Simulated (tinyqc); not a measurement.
Finite-difference solution of the diffusion equation on a small grid: one step, computed by the program tinyqc. Command: `OMP_NUM_THREADS=1 python tinyqc.py 3005469 3005470 out.jsonl fdiff walk`. One thread of a shared host (Intel(R) Xeon(R) Processor @ 2.30GHz), about 0.01 s of CPU time with the checks.

dC/dt = D d2C/dx2 on nodes x_j = j dx, j = 0..11; the far end is sealed.

Problem. Amplification factors. The mode of M with eigenvalue mu has its amplitude multiplied per step by g = (1 + (1 - theta) r mu)/(1 - theta r mu), with theta = 0 explicit, 1 implicit, 1/2 Crank-Nicolson; the explicit scheme is stable for r up to 2/|mu_min|.

Boundary at x = 0: sealed surface. Scheme: implicit.

operator M, rows 0, 1, 2, 3, 4, 5, 6, 7, 8, 9, 10, 11:
```
[[-2, 2, 0, 0, 0, 0, 0, 0, 0, 0, 0, 0],
 [1, -2, 1, 0, 0, 0, 0, 0, 0, 0, 0, 0],
 [0, 1, -2, 1, 0, 0, 0, 0, 0, 0, 0, 0],
 [0, 0, 1, -2, 1, 0, 0, 0, 0, 0, 0, 0],
 [0, 0, 0, 1, -2, 1, 0, 0, 0, 0, 0, 0],
 [0, 0, 0, 0, 1, -2, 1, 0, 0, 0, 0, 0],
 [0, 0, 0, 0, 0, 1, -2, 1, 0, 0, 0, 0],
 [0, 0, 0, 0, 0, 0, 1, -2, 1, 0, 0, 0],
 [0, 0, 0, 0, 0, 0, 0, 1, -2, 1, 0, 0],
 [0, 0, 0, 0, 0, 0, 0, 0, 1, -2, 1, 0],
 [0, 0, 0, 0, 0, 0, 0, 0, 0, 1, -2, 1],
 [0, 0, 0, 0, 0, 0, 0, 0, 0, 0, 2, -2]]
```

mesh ratio r = 2.85

Give: eigenvalues mu of M; factors g; largest stable r of the explicit scheme.

Solution.

eigenvalues mu of M: [-4.0000, -3.9190, -3.6825, -3.3097, -2.8308, -2.2846, -1.7154, -1.1692, -0.6903, -0.3175, -0.0810, 0.0000]

factors g: [0.0806, 0.0822, 0.0870, 0.0959, 0.1103, 0.1331, 0.1698, 0.2308, 0.3370, 0.5250, 0.8124, 1.0000]

largest stable r of the explicit scheme = 0.5

The smallest factor is 0.081: no mode changes sign, and all decay but one with mu = 0 where there is such a mode.
